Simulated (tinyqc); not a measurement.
Front-illuminated p-i-n photodiode, quantum efficiency and bandwidth: two steps of the calculation.

Light enters through a p layer (0 to xp), a depleted layer (xp to xp + wi) and a thick n substrate, decaying as exp(-al x); one pass, no back reflection. Carriers made in the depleted layer are all collected; those in the neutral layers diffuse.

Inputs (values chosen for the exercise); values close to those of gallium arsenide at this wavelength: wavelength lam = 850 nm; absorption coefficient al = 9560 1/cm; reflectance of the front face Rf = 0.1; relative permittivity eps_r = 13.3; thickness of the front p layer xp = 0.47 um; thickness of the depleted layer wi = 0.43 um; electron diffusion coefficient in the p layer Dn = 74 cm^2/s; electron diffusion length in the p layer Ln = 3.8 um; recombination velocity of the front surface S = 3000 cm/s; hole diffusion length in the thick n substrate Lp = 40 um; electron drift velocity ve = 7.97e6 cm/s; hole drift velocity vh = 5.52e6 cm/s; diameter dia = 26 um; load resistance RL = 50 ohm; parasitic capacitance Cp = 5 fF; modulation frequency f = 44 GHz.

Constants: q = 1.602176634e-19 C, h = 6.62607015e-34 J s, c = 299792458 m/s, eps0 = 8.8541878128e-14 F/cm where lengths are in cm. Results are converted to the units shown.

Task 1. Quantum efficiency. k = al Ln, s = S Ln/Dn, e = exp(-al xp); front layer f1 = (k/(k^2 - 1)) {[s + k - e (s cosh(xp/Ln) + sinh(xp/Ln))]/[s sinh(xp/Ln) + cosh(xp/Ln)] - k e}; depleted layer f2 = e (1 - exp(-al wi)); substrate f3 = e exp(-al wi) al Lp/(1 + al Lp); external efficiency (1 - Rf)(f1 + f2 + f3); responsivity = efficiency q lam/(h c).

Find: s; f1; f2; f3; external efficiency; responsivity.

Result 1.

s = 0.01541
f1 = 0.3596
f2 = 0.2151
f3 = 0.4122
external efficiency = 0.8882
responsivity = 0.6089 A/W

The front layer absorbs 36.2 % of the light that enters and collects 99.4 % of that. Diffusion from the neutral layers makes up 78.2 % of the current.

Task 2. Response at one frequency. Drift response for pairs made in the depleted layer, a = al wi, g = 1 - exp(-a), u = 2 pi i f, te = wi/ve, th = wi/vh: electrons He = [g - a (exp(-a) - exp(-u te))/(u te - a)]/(u te g), holes Hh = [g - a (1 - exp(-a - u th))/(a + u th)]/(u th g); C = eps0 eps_r pi (dia/2)^2/wi + Cp; total |He + Hh|/sqrt(1 + (2 pi f RL C)^2), for the current of the depleted layer alone.

Give: te; th; He; Hh; |He + Hh|; C; total response.

Result 2.

te = 5.3952 ps
th = 7.7899 ps
He = 0.43741-0.24452i
Hh = 0.31948-0.25781i
|He + Hh| = 0.90841
C = 150.40 fF
total response = 0.39376

The drift response alone falls to 1/sqrt(2) at 83.9 GHz and the RC term alone at 21.2 GHz; together they give 20.3 GHz.

tinyqc, about 0.01 s, one thread, Intel Xeon 2.30GHz (shared host): `OMP_NUM_THREADS=1 python tinyqc.py 2250038 2250039 out.jsonl`
